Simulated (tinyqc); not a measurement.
Alloy A(1-x)B(x) by interpolation with bowing: one step. Shares of the electrons in the valleys. Four cases, with inputs chosen for the exercise.

Problem. Non-degenerate: n_i proportional to md_i^(3/2) exp(-E_i/kT).

Constants: kB = 8.617333262e-05 eV/K.

Case 1.

Values chosen (out of a larger set: A near GaAs, B near InAs; not measured data): md = (0.0336, 0.94, 0.5) m0 (density-of-states masses of Gamma, all X and all L valleys); T = 200 K (temperature).

gaps (eV): Gamma 0.597305, X 1.337779, L 1.243592

Case 2.

Values chosen (out of a larger set: A near InP, B near GaP; not measured data): md = (0.0994, 0.96, 0.64) m0 (density-of-states masses of Gamma, all X and all L valleys); T = 77 K (temperature).

gaps (eV): Gamma 2.106618, X 2.327142, L 2.133906

Case 3.

Values chosen (out of a larger set: A near AlAs, B near InAs; not measured data): md = (0.105, 0.88, 0.63) m0 (density-of-states masses of Gamma, all X and all L valleys); T = 200 K (temperature).

gaps (eV): Gamma 1.691235, X 1.859975, L 1.876250

Case 4.

Values chosen (out of a larger set: A near GaAs, B near GaSb; not measured data): md = (0.0331, 0.82, 0.59) m0 (density-of-states masses of Gamma, all X and all L valleys); T = 300 K (temperature).

gaps (eV): Gamma 0.731938, X 1.181520, L 1.026582

Give: md^(3/2); (E - E_min)/kT; shares.

Solution.

Case 1.

md^(3/2): Gamma 0.0062, X 0.9114, L 0.3536

(E - E_min)/kT: Gamma 0.00, X 42.96, L 37.50

shares: Gamma 1.000, X 0.000, L 0.000

Gamma holds most electrons (100.0 %).

Case 2.

md^(3/2): Gamma 0.0313, X 0.9406, L 0.5120

(E - E_min)/kT: Gamma 0.00, X 33.23, L 4.11

shares: Gamma 0.789, X 0.000, L 0.211

Gamma holds most electrons (78.9 %).

Case 3.

md^(3/2): Gamma 0.0340, X 0.8255, L 0.5000

(E - E_min)/kT: Gamma 0.00, X 9.79, L 10.74

shares: Gamma 0.998, X 0.001, L 0.000

Gamma holds most electrons (99.8 %).

Case 4.

md^(3/2): Gamma 0.0060, X 0.7425, L 0.4532

(E - E_min)/kT: Gamma 0.00, X 17.39, L 11.40

shares: Gamma 0.999, X 0.000, L 0.001

Gamma holds most electrons (99.9 %).

Computed by tinyqc, one run a case: `OMP_NUM_THREADS=1 python tinyqc.py N N+1 out.jsonl` with N = 1051514, 1051566, 1080224, 1080553; one thread of a shared Intel(R) Xeon(R) Processor @ 2.30GHz, about 0.01 s a run at most.
